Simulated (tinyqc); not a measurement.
# Admittance spectroscopy and thermally stimulated current of one trap level in a depletion layer, step by step

A worked calculation. Computed by tinyqc, a small Python program that keeps every step. Command: `OMP_NUM_THREADS=1 python tinyqc.py 3112535 3112536 out.jsonl admit walk`. One thread of a shared host (Intel(R) Xeon(R) Processor @ 2.30GHz), about 0.01 s of CPU time with the checks. Intermediate numbers are printed to about 6 digits and carried at full precision; extremes and crossings named in words are read from the listed rows.

A Schottky junction on n-type material holds one donor-like electron trap; shallow donors are fully ionised and abrupt depletion edges are assumed.

Inputs (values chosen for the exercise, modelled on n-type silicon):
```
quantity                         value    unit
dielectric constant eps           11.9       -
density-of-states mass m          1.05     m_0
shallow doping N               3.2e+16  1/cm^3
trap density N_t               1.9e+15  1/cm^3
trap depth E_t below the band    0.433      eV
capture cross section sigma    3.6e-17    cm^2
band bending V_b                  0.75       V
test frequency f                  2000      Hz
heating rate beta                 0.32     K/s
```

Constants: k_B = 1.380649e-23 J/K; m_0 = 9.1093837015e-31 kg; h = 6.62607015e-34 J s; k_B = 8.617333262e-05 eV/K; eps_0 = 8.8541878128e-12 F/m; e = 1.602176634e-19 C.

## Temperature of the peak

N_c = 2 (2 pi m k_B T/h^2)^(3/2), v_th = sqrt(3 k_B T/m), emission rate e_n = sigma v_th N_c exp(-E_t/(k_B T)). Where the level crosses the Fermi level capture equals emission, so the trap follows the signal with the rate 2 e_n; G/omega peaks at omega = 2 e_n (the correction for large N_t/N is left out). Solve 2 e_n(T_p) = 2 pi f.

peak temperature T_p = 342.977 K

N_c at T_p = 3.30044e+19 1/cm^3

e_n at T_p = 6283.19 1/s

E_c - E_F = k_B T_p ln(N_c/N) = 0.205076 eV

## The capacitance step

With E_c - E_F = k_B T_p ln(N_c/N): lambda = sqrt(2 eps eps_0 (E_t - (E_c - E_F))/(e^2 N)); traps are empty and charged for x < x_t = w - lambda, and V_b = e (N w^2 + N_t x_t^2)/(2 eps eps_0). High frequency: C_hf = eps eps_0/w. Low frequency: C_lf = eps eps_0 (N + N_t)/(N w + N_t x_t).

lambda = 96.7895 nm

depletion width w = 174.550 nm

crossing point x_t = 77.7604 nm

C_hf = 60.3638 nF/cm^2

C_lf = 62.3000 nF/cm^2

step (C_lf - C_hf)/C_hf = 0.0320755

small-N_t estimate (N_t/N)(lambda/w) = 0.0329240

Reading N_t/N straight from the step would give 0.0321 against the true 0.0594: the factor lambda/w must be known.

## Scan in temperature at fixed frequency

With x = omega/(2 e_n): C = C_hf + (C_lf - C_hf)/(1 + x^2), G/omega = (C_lf - C_hf) x/(1 + x^2); C_hf and C_lf are held at their values at T_p.

Admittance:
```
T (K)  omega/(2 e_n)  C (nF/cm^2)  G/omega (nF/cm^2)
301.8        9.53229      60.3848           0.200909
315.5        4.23309      60.4661           0.433220
325.8        2.39931      60.6503           0.687548
336.1        1.40535      61.0146           0.914632
343.0        0.99890      61.3329           0.968100
349.8        0.72242      61.6360           0.919088
360.1        0.45201      61.9715           0.726702
373.8        0.25154      62.1847           0.458050
391.0        0.12727      62.2691           0.242490
```

The peak of G/omega is half the step, 0.968 nF/cm^2. Its full width is near 2 ln(2 + sqrt3) k_B T_p^2/(E_t + 2 k_B T_p) = 54.3 K.

## Arrhenius plot

T_p for 0.1, 0.3, 1, 3 and 10 f; least-squares lines of ln(e_n/T^2) and of ln(e_n) against 1/(k_B T), e_n = pi f; sigma = exp(intercept)/(v_th N_c/T^2).

Peaks:
```
f (Hz)  T_p (K)  1/(k_B T) (1/eV)  ln(e_n/T^2)  ln(e_n)
200     301.027           38.5498     -4.97135   6.4430
600     319.759           36.2914     -3.99348   7.5417
2000    342.977           33.8347     -2.92970   8.7456
6000    367.099           31.6114     -1.96702   9.8442
20000   397.446           29.1977     -0.92190  11.0482
```

depth from e_n/T^2 = 0.433 eV

cross section from the intercept = 3.60e-17 cm^2

depth without the T^2 = 0.492345 eV

Leaving out T^2 adds 59 meV, near 2 k_B T_p = 59 meV.

## Thermally stimulated current

Thermally stimulated current without retrapping: filled share n(T) = exp(-(1/beta) int e_n dT), current proportional to e_n n; the peak obeys beta (E_t/(k_B T^2) + 2/T) = e_n(T). The integral starts at 0.5 T_m and uses 4000 trapezoid steps to 1.2 T_m. Chen's first-order estimate from the full width W = T_2 - T_1 between the half-height points: E = 2.52 k_B T_m^2/W - 2 k_B T_m.

peak temperature T_m = 197.746 K

lower half-height T_1 = 187.960 K

upper half-height T_2 = 204.810 K

filled share at T_m = 0.392158

E_t/(k_B T_m) = 25.4102

symmetry factor (T_2 - T_m)/(T_2 - T_1) = 0.419236

depth by Chen's formula = 0.469885 eV

The slow ramp empties the trap at 198 K, far below the admittance peak at 343 K, since the rate asked for is 0.044 per second instead of 6300. Chen's formula, made for a constant prefactor, gives 37 meV more than E_t.

Checks made by the program: C_lf against dQ/dV by differences (relative difference below 1e-10); depth recovered (relative difference below 1e-10); peak of the integrated curve (relative difference 3e-05).
